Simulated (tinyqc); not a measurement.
Trap density from one capacitance.

Inverse problem. Traps spread evenly through the insulator exchange electrons with the semiconductor by tunnelling, with tau(x) = t0 exp(2 ka x) at depth x from the interface. The admittance per area Y seen at depth x obeys dY/dx = -Y^2/(i w eps0 eox) + q Nb ln(1 + i w tau)/tau, with Y(0) = i w Cs and w = 2 pi f; the gate sees Y(tox) = G + i w C. Working variable y = Y/(i w), in uF/cm^2. Cox = eps0 eox/tox. Find Nb and G/w.

Inputs (values chosen for the exercise):
```
symbol,value,unit,meaning
eox,22.6,,relative permittivity of the insulator
tox,3.4,nm,insulator thickness
Cs,0.5,uF/cm^2,semiconductor capacitance in accumulation
ka,5.4,1/nm,decay constant of the wave function in the insulator
t0,1e-9,s,time constant of a trap at the interface
f,100,Hz,frequency
```

Constants: q = 1.602176634e-19 C, eps0 = 8.8541878128e-14 F/cm where lengths are in cm. Results are converted to the units shown.

C = 1.9342748 uF/cm^2

Answer. C rises steadily with Nb, so one density matches; in practice ka and t0 must come from the frequency dependence.

Nb = 9.10e19 cm^-3 eV^-1
G/w = 0.139 uF/cm^2

Numbers from tinyqc (`OMP_NUM_THREADS=1 python tinyqc.py 2202045 2202046 out.jsonl`; about 0.4 s on one thread of a shared Intel Xeon 2.30GHz).
